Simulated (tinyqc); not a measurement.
# Lifetime from the low-frequency admittance

Question. At low frequency a p+-n diode with a base of width wb has C_diff/G = (tau/2)(1 - 2 x/sinh 2x), x = wb/sqrt(Dp tau). Find tau, x and the limit of C_diff/G for infinite lifetime, wb^2/(3 Dp).

Inputs (values chosen for the exercise):
```
symbol,value,unit,meaning
Dp,7,cm^2/s,hole diffusion coefficient
wb,10,um,width of the neutral base
```

G = 1.0592291 S/cm^2
C_diff = 0.029574867 uF/cm^2

Solution. The ratio rises steadily with tau from tau/2 (long base) towards wb^2/(3 Dp) (short base), so one lifetime matches as long as the ratio is below that limit.

tau = 1.00e-7 s
x = 1.20
limit of C_diff/G = 4.76e-8 s

tinyqc, about 0.01 s, one thread, Intel Xeon 2.30GHz (shared host): `OMP_NUM_THREADS=1 python tinyqc.py 2890189 2890190 out.jsonl`
